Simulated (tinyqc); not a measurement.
Six-transistor SRAM cell, nodal equations and margins: one step of the calculation.

Two cross-coupled inverters (pull-down bn, pull-up bp) hold the nodes Q and QB; access transistors (ba, threshold VTn, gate on the word line at Vdd when selected) join them to the bit lines. Transistor (EKV form, voltages against the body): I = 2 n b Vt^2 [F(vp - Vs) - F(vp - Vd)] from drain to source, F(v) = ln^2(1 + exp(v/(2 Vt))), vp = (Vg - VT + sg |Vd - Vs|)/n. n-channel bodies are at 0; for the p-channel device all voltages are counted down from Vdd. b in uA/V^2 gives I in uA. For an access transistor the bit line is the drain and the node the source. In a read both bit lines are at Vdd. The cell is symmetric (no mismatch).

Question. Read current and disturbance. Iread = Ia(bit line at Vdd, source Q); cell ratio bn/ba; time to pull a bit line of 20 fF down by 0.1 V at that current.

Parameters, values chosen for the exercise:
- T = 273 K (temperature)
- Vdd = 0.7 V (supply voltage)
- n = 1.44 (slope factor)
- sg = 0.046 (drain-induced barrier lowering)
- VTn = 0.41 V (n-channel threshold)
- bn = 260 uA/V^2 (gain factor of the pull-down transistor)
- ba = 170 uA/V^2 (gain factor of the access transistor)

Constants: q = 1.602176634e-19 C, kB = 1.380649e-23 J/K, Vt = kB T/q. Results are converted to the units shown.

(Q, QB) (V): Q 0.054107102, QB 0.69999774

Find: Iread; cell ratio; time.

Answer.

Iread = 3.5051 uA
cell ratio = 1.5294
time = 570.60 ps

Computed by the program tinyqc: `OMP_NUM_THREADS=1 python tinyqc.py 2340006 2340007 out.jsonl`, one thread of a shared Intel Xeon 2.30GHz, about 0.1 s for the whole run.
